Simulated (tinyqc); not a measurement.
# Ground and coupling capacitance from two measurements

Question. A line has Cg to the planes and Cc to each of two neighbours. Find Cg, Cc, the load when both neighbours switch in antiphase, and the pulse on the line when it floats and both neighbours swing by Vx.

Inputs (values chosen for the exercise):
- Vx = 1 V (swing)

capacitance with neighbours driven alike and with neighbours grounded (aF/um): [56, 212]

Solution. Driven alike, Cc carries no charge, which leaves Cg; grounded neighbours give Cg + 2 Cc, antiphase Cg + 4 Cc; a floating line divides the swing as 2 Cc/(Cg + 2 Cc).

Cg = 56.0 aF/um
Cc = 78.0 aF/um
load in antiphase = 368 aF/um
pulse = 0.736 V

Program tinyqc, `OMP_NUM_THREADS=1 python tinyqc.py 2790105 2790106 out.jsonl`; Intel Xeon 2.30GHz, shared host, one thread, about 1 s.
